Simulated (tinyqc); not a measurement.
Schottky barrier on an n-type semiconductor, non-linear Poisson equation by Newton steps: one step of the calculation.

One dimension, metal at x = 0, donor density C(x) = Nd, uniform. Energies are counted from the electron Fermi level of the semiconductor and the conduction-band edge is Ec = -psi, so n = Nc exp(psi/Vt); holes follow the Fermi level of the metal, at -V, so p = Nv exp((V - psi - Eg)/Vt). Ends: psi(0) = V - phiB and psi = Vt ln(Nd/Nc) deep inside. Boltzmann statistics, full ionisation, no current, no image force in the Poisson equation.

Problem. End potentials, built-in voltage, Debye length. psi_0 = V - phiB, psi_b = Vt ln(Nd/Nc), Vbi = phiB - Vt ln(Nc/Nd), LD = sqrt(eps0 eps_r Vt/(q Nd)), W = sqrt(2 eps0 eps_r (Vbi - V)/(q Nd)), hole density at the metal p_0 = Nv exp((phiB - Eg)/Vt).

Inputs (values chosen for the exercise); band and dielectric values close to those of silicon: temperature T = 300 K; band gap Eg = 1.13 eV; relative permittivity eps_r = 11.8; conduction-band density of states at T Nc = 2.85e19 cm^-3; valence-band density of states at T Nv = 2.63e19 cm^-3; donor density deep in the semiconductor Nd = 1.4e16 cm^-3; barrier height phiB = 0.77 eV; bias of the metal against the semiconductor V = 0 V.

Constants: q = 1.602176634e-19 C, kB = 1.380649e-23 J/K, Vt = kB T/q, eps0 = 8.8541878128e-14 F/cm where lengths are in cm. Results are converted to the units shown.

Find: psi_0; psi_b; Vbi; LD; W for uniform Nd; p_0.

Solution.

psi_0 = -0.77000 V
psi_b = -0.19696 V
Vbi = 0.57304 V
LD = 34.701 nm
W for uniform Nd = 231.05 nm
p_0 = 2.3563e13 cm^-3

The hole density at the metal is 0.0017 times Nd, so holes hardly matter.

tinyqc, about 0.04 s, one thread, Intel Xeon 2.30GHz (shared host): `OMP_NUM_THREADS=1 python tinyqc.py 2020087 2020088 out.jsonl`
